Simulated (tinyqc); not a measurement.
Model-solid line-up of a strained alloy layer on a substrate: one step. Strain on the (111) substrate.

Coherent growth on a (111) face: e_par = (a_s - a)/a, e_perp = -(2 C11 + 4 C12 - 4 C44)/(C11 + 2 C12 + 4 C44) e_par; exx = eyy = ezz = (2 e_par + e_perp)/3 and exy = eyz = ezx = (e_perp - e_par)/3.

Parameters, chosen for this exercise (out of a larger set: A near InAs, B near AlAs, substrate near InAs; not measured data): a_s = 6.052 angstrom (substrate); face = 111 (growth face).

Alloy at x (a in angstrom, C11, C12, C44 in GPa, all else in eV):
```
symbol      value
a        5.970940
Eg       0.841866
Dso      0.370480
Ev      -0.720425
ac      -5.182900
av       1.302900
b       -1.879200
d       -3.551700
C11     91.662000
C12     46.890000
C44     42.982000
```

Question. Use the values of the alloy.

Give: e_par; e_perp; strain tensor in the cubic axes.

Answer.

e_par = 0.013576
e_perp = -0.007558

strain tensor in the cubic axes:
```
           x          y          z
x   0.006531  -0.007045  -0.007045
y  -0.007045   0.006531  -0.007045
z  -0.007045  -0.007045   0.006531
```

The layer is under tension in the plane; its volume changes by +1.959 %.

Program tinyqc; command `OMP_NUM_THREADS=1 python tinyqc.py 1081178 1081179 out.jsonl`; about 0.02 s on one thread of a shared Intel(R) Xeon(R) Processor @ 2.30GHz.
